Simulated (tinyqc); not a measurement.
Cooling rate: nucleation and growth of vacancy voids in a cooling silicon-like crystal. Computed by tinyqc, a small Python program. Command: `OMP_NUM_THREADS=1 python tinyqc.py 3017408 3017409 out.jsonl voids walk`. One thread of a shared host (Intel(R) Xeon(R) Processor @ 2.30GHz), about 0.4 s of CPU time with the checks.

Spherical voids; vacancies are lost only to voids.

Inputs (values chosen for the exercise, close to those used for silicon): vacancy density at the melting point C_m = 4.7e+14 1/cm^3; formation energy E_f = 4.04 eV; melting point T_m = 1685 K; diffusion prefactor D0 = 0.00032 cm^2/s; migration energy E_m = 0.39 eV; site density rho = 5e+22 1/cm^3; void surface energy gamma = 0.802 J/m^2; cooling rate q = 1.5 K/min; ratio (V/G)/xi_c = 2.35; limit of the excess at high V/G = 1.1e+14 1/cm^3; temperature step = 0.25 K.

Vacancy supply: from V/G.

Constants: k_B = 8.617333262e-05 eV/K; k_B = 1.380649e-23 J/K.

Method:
- C = C_x (u - 1)/(u + 0.2) with u = (V/G)/xi_c, a form chosen for the exercise.
- C_e = C_m exp[-(E_f/k_B)(1/T - 1/T_m)]; D = D0 exp(-E_m/(k_B T)); f = k_B T ln(C/C_e); r* = 2 gamma/(rho f); W* = 16 pi gamma^3/(3 rho^2 f^2); Z = f/sqrt(12 pi W* k_B T); I = rho Z (4 pi r* D C) exp(-W*/(k_B T)).
- March down from 1500 K in steps dT, dt = dT/q, with values at the upper end of each step: a class of I dt voids is born with r*; then all classes grow by r^2 += 2 D (C - C_e) dt/rho; C falls by the vacancies added to voids. Stop at 1150 K. T_n is the T of the largest I, N the final count (classes under 1e-6 /cm^3 are dropped), and the mean radius the number average.

initial excess C = 5.82353e+13 1/cm^3

At fixed C:
```
q (K/min)  T_n (K)  N (1/cm^3)  mean radius (nm)
0.15       1424.50  1.3061e+05            128.00
0.38       1421.00  5.1222e+05             81.13
0.75       1418.50  1.3911e+06             58.13
1.50       1415.50  3.8506e+06             41.38
3.00       1412.50  1.0652e+07             29.47
6.00       1409.25  2.9440e+07             20.99
15.00      1404.75  1.1264e+08             13.41
```

What does the comparison show, and why?

Over the rows N goes as q^1.47 and the radius as q^-0.49, near the 3/2 and -1/2 of the scaling argument (depletion time 1/(4 pi N r D) equal to the time in the nucleation range, at fixed N r^3). T_n drops only 20 K for a factor 100 in q. Fast cooling gives many small voids, which an anneal can dissolve.

Extremes, crossings and ranges named in words are read from the listed rows.
